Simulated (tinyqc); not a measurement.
Eight-band Kane k.p model: one step. Levels and orbital character. Two cases, with inputs chosen for the exercise.

Problem. Diagonalise H; the levels come in pairs. The weights are summed over spin and averaged over each pair.

Give: levels, each twofold; weights.

Case 1.

H(k) (eV), lower triangle (Hermitian):
```
            S+                   X+         Y+          Z+          S-
S+    1.419082
X+   0.268344i            -0.025751
Y+  -0.044724i  -0.001175+0.034333i  -0.042407
Z+  -0.143117i            -0.003760   0.000627   -0.038009
S-           0                    0          0           0    1.419082
X-           0                    0          0   -0.034333   0.268344i
Y-           0                    0          0  -0.034333i  -0.044724i
Z-           0             0.034333  0.034333i           0  -0.143117i

                     X-         Y-         Z-
X-            -0.025751
Y-  -0.001175-0.034333i  -0.042407
Z-            -0.003760   0.000627  -0.038009
```

Solution.

levels, each twofold (eV): -0.1295  -0.0335  -0.0059  1.4818

weights:
```
   pair 1  pair 2  pair 3  pair 4
S   0.022   0.018   0.000   0.960
X   0.448   0.362   0.160   0.031
Y   0.232   0.331   0.437   0.001
Z   0.299   0.289   0.403   0.009
```

The conduction pair has 4.0 % valence character at this k; the valence pair with most S character is pair 1 (2.2 %).

Case 2.

H(k) (eV), lower triangle (Hermitian):
```
            S+                   X+         Y+          Z+          S-
S+    0.235542
X+   0.188438i            -0.268650
Y+  -0.084797i  -0.000352+0.271667i  -0.276493
Z+           0                    0          0   -0.278484
S-           0                    0          0           0    0.235542
X-           0                    0          0   -0.271667   0.188438i
Y-           0                    0          0  -0.271667i  -0.084797i
Z-           0             0.271667  0.271667i           0           0

                     X-         Y-         Z-
X-            -0.268650
Y-  -0.000352-0.271667i  -0.276493
Z-                    0          0  -0.278484
```

Solution.

levels, each twofold (eV): -0.8315  -0.0848  -0.0053  0.3335

weights:
```
   pair 1  pair 2  pair 3  pair 4
S   0.013   0.198   0.000   0.789
X   0.341   0.417   0.092   0.151
Y   0.325   0.216   0.416   0.043
Z   0.321   0.170   0.493   0.017
```

The conduction pair has 21.1 % valence character at this k; the valence pair with most S character is pair 2 (19.8 %).

Computed by tinyqc, one run a case: `OMP_NUM_THREADS=1 python tinyqc.py N N+1 out.jsonl` with N = 1051302, 1051348; one thread of a shared Intel(R) Xeon(R) Processor @ 2.30GHz, about 0.07 s a run at most.
